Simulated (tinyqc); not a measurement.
Undoped gate-all-around wire MOSFET, analytic charge model: one step of the calculation.

An undoped round wire of radius R under an insulator shell and a surrounding gate; long channel, electrons only, n = ni exp((psi - V)/Vt) with V the quasi-Fermi potential (0 at the source, Vd at the drain), constant mobility, no quantisation. The radial Poisson equation gives n(r) = n(0)/(1 - (1 - b) r^2/R^2)^2 with b = Q0/(Q + Q0). Q is the electron charge per area of the wire surface.

Question. Constants of the wire. ni = sqrt(Nc Nv) exp(-Eg/(2 Vt)), Eg in volts; Cox = eps0 eox/(R ln(1 + tox/R)); Q0 = 4 eps0 eps_r Vt/R; V0 = dphi + Vt ln[8 eps0 eps_r Vt/(q ni R^2)].

Parameters, values chosen for the exercise; material values those of a made-up semiconductor:

| symbol | value | unit | meaning |
|---|---|---|---|
| T | 400 | K | temperature |
| Eg | 0.797 | eV | band gap |
| eps_r | 17.2 |  | relative permittivity of the semiconductor |
| Nc | 4.06e17 | cm^-3 | conduction-band density of states at T |
| Nv | 1.35e19 | cm^-3 | valence-band density of states at T |
| eox | 9.44 |  | relative permittivity of the gate insulator |
| tox | 5 | nm | insulator thickness |
| R | 4 | nm | wire radius |
| dphi | -0.14 | V | gate work function less that of the intrinsic body |

Constants: q = 1.602176634e-19 C, kB = 1.380649e-23 J/K, Vt = kB T/q, eps0 = 8.8541878128e-14 F/cm where lengths are in cm. Results are converted to the units shown.

Give: ni; Cox; Q0; V0.

Answer.

ni = 2.2313e13 cm^-3
Cox = 2.5768 uF/cm^2
Q0 = 524.94 nC/cm^2
V0 = 0.32556 V

Program tinyqc, `OMP_NUM_THREADS=1 python tinyqc.py 2460171 2460172 out.jsonl`; Intel Xeon 2.30GHz, shared host, one thread, about 0.03 s.
